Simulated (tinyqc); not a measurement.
Valence-band offset from core levels (Kraut method), with the dipole against the affinity rule: two steps of the calculation.

Binding energies are counted downwards from the Fermi level. dEv > 0 means that the valence edge of B lies below that of A, dEc > 0 that the conduction edge of B lies above that of A; dEc + dEv = EgB - EgA. The spectra are made-up values treated as data.

Values chosen for this exercise; gaps and affinities close to those of silicon (A) and silicon dioxide (B):
- chiA = 3.99 eV (electron affinity of A)
- chiB = 0.89 eV (electron affinity of B)
- ei = 6.9 (relative permittivity inside the dipole layer)
- dd = 0.25 nm (thickness of the dipole layer)
- bg = 71 (background counts in the gap)

Constants: q = 1.602176634e-19 C, eps0 = 8.8541878128e-14 F/cm where lengths are in cm. Results are converted to the units shown.

Question 1. Valence-band maximum of bare A. Fit a straight line to the leading edge by least squares; the maximum vA lies where it meets the background.

```
point	binding energy (eV)	counts on the leading edge
0	0.55	371
1	0.67	515
2	0.79	659
3	0.91	803
4	1.03	947
5	1.15	1091
```

Find: slope; intercept; vA.

Answer 1.

slope = 1200 counts/eV
intercept = -289.0 counts
vA = 0.3000 eV

Question 2. Interface dipole. The affinity rule gives dEc(0) = chiA - chiB; the dipole step is D = dEc - dEc(0), and two sheets of opposite charge dd apart hold N = eps0 ei |D|/(q dd).

dEc = 3.83 eV

Find: dEc(0); D; N; field in the dipole layer.

Answer 2.

dEc(0) = 3.1000 eV
D = 0.73000 eV
N = 1.1134e14 cm^-2
field in the dipole layer = 29.200 MV/cm

N is 0.16 elementary charges for each of about 7e14 surface atoms per cm^2.

Computed by the program tinyqc: `OMP_NUM_THREADS=1 python tinyqc.py 2410002 2410003 out.jsonl`, one thread of a shared Intel Xeon 2.30GHz, about 0.01 s for the whole run.
